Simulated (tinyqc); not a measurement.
Worked calculation: Pariser-Parr-Pople SCF with singles CI, for the molecule C=CC(=N)C(=C)C=O (SMILES; centres numbered as the heavy atoms are written). One step of it, computed by the program tinyqc.

Task: PPP integrals. Ohno: gamma = 14.399645/sqrt(R^2 + a^2), a = 2 x 14.399645/(gamma_rr + gamma_ss); H_rr = -W_r - sum_(s != r) z_s gamma_rs; H_rs = beta for bonds.

Centres (angstrom, eV; a flat drawing with bonds scaled to 1.40 angstrom):
```
centre          x          y  core charge z          W   gamma_rr
1C      -2.800000   0.909000              1  11.160000  11.130000
2C      -1.400000   0.909000              1  11.160000  11.130000
3C      -0.700000  -0.303000              1  11.160000  11.130000
4N      -1.400000  -1.516000              1  14.100000  12.300000
5C       0.700000  -0.303000              1  11.160000  11.130000
6C       1.400000  -1.516000              1  11.160000  11.130000
7C       1.400000   0.909000              1  11.160000  11.130000
8O       2.800000   0.909000              1  17.700000  15.200000
```

Resonance integrals (eV):
```
i  j       beta
1  2  -2.390000
2  3  -2.390000
3  4  -2.510000
3  5  -2.390000
5  6  -2.390000
5  7  -2.390000
7  8  -2.510000
```

Give: repulsion gamma_rs; core matrix H.

Result:

repulsion gamma_rs (eV), lower triangle:
```
         1C       2C       3C       4N       5C       6C       7C       8O
1C  11.1300
2C   7.5539  11.1300
3C   5.2396   7.5550  11.1300
4N   4.7088   5.2965   7.7277  12.3000
5C   3.6702   5.2396   7.5539   5.2962  11.1300
6C   2.8688   3.6700   5.2388   4.7090   7.5524  11.1300
7C   3.2766   4.6685   5.2396   3.6896   7.5550   5.2390  11.1300
8O   2.5237   3.3178   3.7285   2.9022   5.4135   4.7900   8.1051  15.2000
```

core matrix H (eV), lower triangle:
```
          1C        2C        3C        4N        5C        6C        7C        8O
1C  -41.0015
2C   -2.3900  -48.4612
3C    0.0000   -2.3900  -53.4430
4N    0.0000    0.0000   -2.5100  -48.4300
5C    0.0000    0.0000   -2.3900    0.0000  -53.4408
6C    0.0000    0.0000    0.0000    0.0000   -2.3900  -45.2281
7C    0.0000    0.0000    0.0000    0.0000   -2.3900    0.0000  -48.9333
8O    0.0000    0.0000    0.0000    0.0000    0.0000    0.0000   -2.5100  -48.4809
```
